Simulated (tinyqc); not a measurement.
# From one set of inputs to another, one input at a time

Model: microkinetic model of a Langmuir-Hinshelwood surface reaction A + (1/2) B2 = AB with Bronsted-Evans-Polanyi barriers. Computed by tinyqc, a small Python program. Command: `OMP_NUM_THREADS=1 python tinyqc.py 3016661 3016662 out.jsonl microkin ladder`. One thread of a shared host (Intel(R) Xeon(R) Processor @ 2.30GHz), about 0.01 s of CPU time with the checks.

A adsorbs in equilibrium; B2 dissociates irreversibly on two free sites; adsorbed A and B react irreversibly and AB leaves at once. theta_A + theta_B + theta_* = 1.

The inputs printed are set A. Inputs not listed in the table keep their values of set A, so the rows need not describe a real material.

Inputs (values chosen for the exercise, for a model catalyst):

| quantity | value | unit |
|---|---|---|
| adsorption energy of A, E_A | -1.47 | eV |
| adsorption energy per B atom, E_B | -1.22 | eV |
| entropy loss of A, S_A | 1.9 | meV/K |
| entropy loss of B2, S_B | 1.7 | meV/K |
| slope a1 of the dissociation barrier | 0.48 | - |
| intercept b1 | 1.1 | eV |
| slope a2 of the reaction barrier | 0.46 | - |
| intercept b2 | 0.17 | eV |
| pressure p_A | 0.15 | bar |
| pressure p_B | 0.028 | bar |
| temperature T | 625 | K |

Constants: k_B = 8.617333262e-05 eV/K; hbar = 6.582119569e-16 eV s.

Method. K_A = exp(-(E_A + T S_A)/(k_B T)) per bar; barriers E1 = max(b1 + a1 2 E_B, 0), E2 = b2 - a2 (E_A + E_B); k1 = (k_B T/h) exp(-S_B/k_B) exp(-E1/(k_B T)) per bar, k2 = (k_B T/h) exp(-E2/(k_B T)), h = 2 pi hbar. theta_A = K_A p_A theta_*; 2 k1 p_B theta_*^2 = k2 theta_A theta_B, so theta_B = w theta_* with w = 2 k1 p_B/(k2 K_A p_A); theta_* = 1/(1 + K_A p_A + w); rate r = k2 theta_A theta_B.

Each row keeps all changes above it:

| input moved | from | to | theta_* | theta_A | theta_B |
|---|---|---|---|---|---|
| set A | - | - | 0.032639 | 0.92855 | 3.8815e-02 |
| adsorption energy per B atom, E_B (eV) | -1.22 | -0.732 | 0.033957 | 0.96604 | 3.9133e-07 |
| pressure p_B (bar) | 0.028 | 0.12 | 0.033957 | 0.96604 | 1.6771e-06 |
| temperature T (K) | 625 | 575 | 0.003264 | 0.99674 | 5.3400e-08 |
| entropy loss of A, S_A (meV/K) | 1.9 | 1.8 | 0.001025 | 0.99897 | 5.2548e-09 |
| intercept b1 (eV) | 1.1 | 1.3 | 0.001025 | 0.99897 | 9.2810e-11 |
| intercept b2 (eV) | 0.17 | 0.36 | 0.001025 | 0.99897 | 4.2945e-09 |
| adsorption energy of A, E_A (eV) | -1.47 | -1.42 | 0.002807 | 0.99719 | 2.0278e-08 |

Which inputs carry the difference?

theta_* goes from 0.0326 to 0.00281, a factor 0.0860 in all. The largest single move comes from temperature T (a factor 0.0961), and adsorption energy of A, E_A works against it (a factor 2.74). theta_A goes from 0.929 to 0.997, a factor 1.07 in all. The largest single move comes from adsorption energy per B atom, E_B (a factor 1.04). theta_B goes from 0.0388 to 2.03e-8, a factor 5.22e-7 in all. The largest single move comes from adsorption energy per B atom, E_B (a factor 1.01e-5), and intercept b2 works against it (a factor 46.3). The single moves hold for this order of the switches; the total does not depend on the order.

Caution (rows set A): the linear relation gives a negative E1, which is set to zero: dissociation is not activated.

Extremes, crossings and ranges named in words are read from the listed rows.
